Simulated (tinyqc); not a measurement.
Planar metal-insulator-metal capacitor: capacitance, non-linearity, leakage and relaxation: one step of the calculation.

A film between two metal electrodes, each interface adding a series capacitance ci. The small-signal permittivity is ek (1 + aq E^2); the field is found with the linear permittivity. Leakage J = J0 sinh(E/Ef). After a voltage step the film passes a relaxation current kr C V tt^(-nr), tt being the time in seconds.

Task. Planar capacitance, field and non-linearity. Planar film: Cf = eps0 ek/t, 1/C = 1/Cf + 2/ci, EOT = 3.9 eps0/C, effective permittivity C t/eps0, E = (V/t) C/Cf; quadratic coefficient [C(V)/C - 1]/V^2 with Cf (1 + aq E^2) in C(V).

Parameters, values chosen for the exercise; permittivity of the order of that of zirconium oxide:

| symbol | value | unit | meaning |
|---|---|---|---|
| ek | 36 |  | relative permittivity of the film |
| t | 5.3 | nm | film thickness |
| ci | 1000 | uF/cm^2 | capacitance of each electrode interface (dead layer and screening) |
| aq | 0.0045 | cm^2/MV^2 | quadratic field coefficient of the permittivity |
| V | 1.8 | V | bias |
| J0 | 1.6e-10 | A/cm^2 | leakage prefactor |
| Ef | 0.5 | MV/cm | field for an e-fold rise of the leakage |

Constants: eps0 = 8.8541878128e-14 F/cm where lengths are in cm. Results are converted to the units shown.

Find: Cf; C; EOT; effective permittivity; E; quadratic coefficient; J.

Result.

Cf = 6.014 uF/cm^2
C = 5.943 uF/cm^2
EOT = 0.5811 nm
effective permittivity = 35.57
E = 3.356 MV/cm
quadratic coefficient = 1.545e4 ppm/V^2
J = 6.576e-8 A/cm^2

The interfaces take 1.19 % of the voltage.

Range of the model: The field exceeds about 2.3 MV/cm, a sizeable part of the breakdown field expected for this permittivity.

Computed by the program tinyqc: `OMP_NUM_THREADS=1 python tinyqc.py 2102007 2102008 out.jsonl`, one thread of a shared Intel Xeon 2.30GHz, about 0.01 s for the whole run.
